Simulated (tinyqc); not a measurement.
# From the Foster terms back to the ladder

Inverse problem. A two-node ladder (R1 between the nodes, R2 to ambient, C1 and C2 to ambient) has Z(t) = r_1 (1 - exp(-t/tau_1)) + r_2 (1 - exp(-t/tau_2)) at node 1. Find C1, R1, R2 and C2.

tau_1, tau_2 (ms): 0.19802203  4.4475780
r_1, r_2 (K/W): 0.30513667  0.81486333

Solution. The initial slope gives 1/C1 = sum r/tau, the initial curvature 1/(R1 C1^2) = sum r/tau^2, the final value R1 + R2 = sum r, and the determinant tau_1 tau_2 = R1 R2 C1 C2.

C1 = 0.5800 mJ/K
R1 = 0.3800 K/W
R2 = 0.7400 K/W
C2 = 5.400 mJ/K

Numbers from tinyqc (`OMP_NUM_THREADS=1 python tinyqc.py 2520141 2520142 out.jsonl`; about 0.01 s on one thread of a shared Intel Xeon 2.30GHz).
